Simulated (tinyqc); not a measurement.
Field-effect mobility of a thin-film transistor with band-tail and deep states (multiple trapping): one step, computed by the program tinyqc.

A thick film in accumulation at small drain voltage. Only free electrons move; trapped ones still screen the gate. N_c and mu_0 are held fixed when T changes, leaving out the T^(3/2) growth of N_c. x = E_0 - psi is the distance of the Fermi level below the band edge.

Task: Free and trapped densities. F_j(eta) = int_0^infinity x^j/(1 + exp(x - eta)) dx, without a gamma-function factor. Integrals over x = E/(k_B T) use 160 Gauss-Legendre points in u = sqrt(x) from 0 to sqrt(max(eta, 0) + 32). Free n(x) = N_c (2/sqrt(pi)) F_1/2(-x/k_B T), with F_1/2 from its two-term series in exp(-x/k_B T) for x >= 12 k_B T; tail n_t(x) = int_0^1.2eV g_t exp(-E/E_t)/(1 + exp((x - E)/k_B T)) dE, E counted down from the edge, 120 Gauss-Legendre points; deep charge g_d psi; space charge rho(psi) = n + n_t + g_d psi less its value at psi = 0.

Inputs (values chosen for the exercise, modelled on polycrystalline silicon):
```
quantity                           value         unit
effective density of states N_c  2.7e+19       1/cm^3
tail density at the edge g_t     3.4e+20  1/(eV cm^3)
tail width E_t                        37          meV
temperature T                        300            K
```

Deep states: included.

Constants: k_B = 8.617333262e-05 eV/K.

Give: Local densities at x = 0.4, 0.3, 0.2, 0.15, 0.1, 0.05, 0 and -0.05 eV.

Result:

Local densities at x = 0.4, 0.3, 0.2, 0.15, 0.1, 0.05, 0 and -0.05 eV:
```
x (eV)  n (1/cm^3)  n_t (1/cm^3)  n/(n + n_t)
0.40     5.148e+12     6.812e+14       0.0075
0.30     2.464e+14     9.980e+15       0.0241
0.20     1.179e+16     1.401e+17       0.0776
0.15     8.147e+16     5.025e+17       0.1395
0.10     5.601e+17     1.674e+18       0.2507
0.05     3.718e+18     4.724e+18       0.4404
0.00     2.066e+19     9.319e+18       0.6891
-0.05    7.366e+19     1.189e+19       0.8610
```

E_t/k_B T = 1.43: deep in the tail n_t follows exp(-x/E_t), more slowly than n, so the free share grows as the Fermi level rises.
